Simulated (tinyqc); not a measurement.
Worked calculation: Hueckel theory of the pi electrons, for the molecule c1ccc2[nH]cnc2c1 (SMILES; centres numbered as the heavy atoms are written). One step of it, computed by the program tinyqc.

Task: Energy, charges, bond orders. E = sum n x; q_r = z_r - P_rr; bond order p = P_rs; free valence = sqrt(3) - sum of p over the bonds of the atom.

x values: 2.531075  1.773560  1.472627  0.856537  0.708620  -0.786051  -1.104401  -1.333494  -2.118473

occupations: 2.000000  2.000000  2.000000  2.000000  2.000000  0.000000  0.000000  0.000000  0.000000

charge and bond-order matrix P, lower triangle:
```
           1C         2C         3C         4C         5N         6C         7N        8C
1C   1.023900
2C   0.636319   1.020811
3C  -0.028692   0.688455   1.029687
4C  -0.289356  -0.019816   0.621379   0.998656
5N   0.089878  -0.095828  -0.114372   0.356754   1.743829
6C   0.064716   0.168877  -0.080774  -0.241965   0.461846   0.830577
7N  -0.099000   0.060605   0.018409  -0.091523  -0.231405   0.782827   1.312291
8C  -0.025465  -0.279770   0.040651   0.578066  -0.140208  -0.094823   0.457054  1.016210
9C   0.698041  -0.025603  -0.341492   0.037561   0.050934  -0.195974  -0.070854  0.589455

          9C
9C  1.024038
```

Centres:
```
centre  z_r, pi electrons of the neutral centre         h
1C                                            1  0.000000
2C                                            1  0.000000
3C                                            1  0.000000
4C                                            1  0.000000
5N                                            2  1.500000
6C                                            1  0.000000
7N                                            1  0.500000
8C                                            1  0.000000
9C                                            1  0.000000
```

Bonds:
```
i  j         k
1  2         1
2  3         1
3  4         1
4  5  0.800000
5  6  0.800000
6  7         1
7  8  1.000000
8  9         1
9  1         1
8  4         1
```

Give: pi energy = 10 alpha + this times beta; pi charges; Bond orders and lengths from R = 1.517 - 0.180 p; free valence of the carbons; gap between the highest filled and the next level.

Result:

pi energy = 10 alpha + this times beta = 14.6848

pi charges: 1C -0.0239, 2C -0.0208, 3C -0.0297, 4C 0.0013, 5N 0.2562, 6C 0.1694, 7N -0.3123, 8C -0.0162, 9C -0.0240

Bond orders and lengths from R = 1.517 - 0.180 p (angstrom, C-C alone):
```
bond       p       R
1-2   0.6363  1.4025
2-3   0.6885  1.3931
3-4   0.6214  1.4052
4-5   0.3568       -
5-6   0.4618       -
6-7   0.7828       -
7-8   0.4571       -
8-9   0.5895  1.4109
9-1   0.6980  1.3914
8-4   0.5781  1.4129
```

free valence of the carbons: 1C 0.3977, 2C 0.4073, 3C 0.4222, 4C 0.1759, 6C 0.4874, 8C 0.1075, 9C 0.4446

gap between the highest filled and the next level = 1.4947 |beta|
